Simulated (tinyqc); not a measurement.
Strength against creep resistance: grain growth, pinning, strength and diffusional creep of a polycrystal or thin film. Computed by tinyqc, a small Python program. Command: `OMP_NUM_THREADS=1 python tinyqc.py 3031549 3031550 out.jsonl grain walk`. One thread of a shared host (Intel(R) Xeon(R) Processor @ 2.30GHz), about 0.01 s of CPU time with the checks.

One mean grain size d describes the structure.

Inputs (values chosen for the exercise, modelled on aluminium):
```
quantity                                    value        unit
atomic volume Omega                         16.59  angstrom^3
boundary energy gamma                        0.36       J/m^2
mobility prefactor M0                     5.2e-07   m^4/(J s)
activation energy of boundary motion Q_m     1.07          eV
anneal temperature T                          441           K
anneal time t                                7500           s
initial grain size d0                          32          nm
particle volume fraction f                  0.003           -
particle radius r                              23          nm
film thickness h                             1300          nm
surface energy gamma_s                       0.79       J/m^2
Hall-Petch slope k_y                        0.052   MPa m^0.5
lattice diffusion energy Q_l                 1.51          eV
boundary diffusion energy Q_b               0.878          eV
lattice prefactor D0                      1.1e-05       m^2/s
boundary prefactor delta D0b              1.3e-14       m^3/s
applied stress sigma                          110         MPa
service temperature T_c                       406           K
```

Sample: thin film on a substrate.

Constants: k_B = 8.617333262e-05 eV/K; k_B = 1.380649e-23 J/K.

Method:
- M = M0 exp(-Q_m/(k_B T)). The driving pressure is 2 gamma/d. Zener pinning pressure 3 f gamma/(2 r) stops growth at d_Z = 4 r/(3 f). Grooves where boundaries meet the surface have the angle theta = arcsin(gamma/(2 gamma_s)) and are taken to stop growth at d_h = h/(2 theta), a few film thicknesses; the limit is 1/d_lim = 1/d_Z + 1/d_h.
- dd/dt = 2 M gamma (1/d - 1/d_lim) integrates to 2 M gamma t = d_lim (d0 - d) + d_lim^2 ln[(d_lim - d0)/(d_lim - d)]; without pinning d^2 = d0^2 + 4 M gamma t.
- Nabarro-Herring rate = 14 sigma Omega D_l/(k_B T d^2), D_l = D0 exp(-Q_l/(k_B T)); Coble rate = 14 pi sigma Omega delta D_b/(k_B T d^3), delta D_b = delta D0b exp(-Q_b/(k_B T)); they are equal at d_x = pi delta D_b/D_l.
- Hall-Petch term k_y/sqrt(d).

crossover size d_x = 259940 micrometre

At T_c and sigma:
```
d (nm)  Hall-Petch term (MPa)  Nabarro-Herring (1/s)  Coble (1/s)  time to 1 % (s)
30                     300.22             1.0044e-08   8.7028e-02       1.1491e-01
100                    164.44             9.0396e-10   2.3497e-03       4.2558e+00
300                     94.94             1.0044e-10   8.7028e-05       1.1491e+02
1000                    52.00             9.0396e-12   2.3497e-06       4.2558e+03
3000                    30.02             1.0044e-12   8.7028e-08       1.1490e+05
10000                   16.44             9.0396e-14   2.3497e-09       4.2556e+06
100000                   5.20             9.0396e-16   2.3497e-12       4.2541e+09
```

From 100 micrometre to 30 nm grains the Hall-Petch term grows 58 times, while the time to 1 % strain shrinks by 10.6 decades. Coble creep rules in 7 of the seven rows (d_x is a millimetre or more). Fine grains resist slip but creep fast. The Hall-Petch value at 30 nm is at the edge of that law, and in a film grains much larger than h lose atoms to the surfaces instead. Caution: sigma Omega is not small against k_B T, as the linear creep laws assume.

Extremes, crossings and ranges named in words are read from the listed rows.
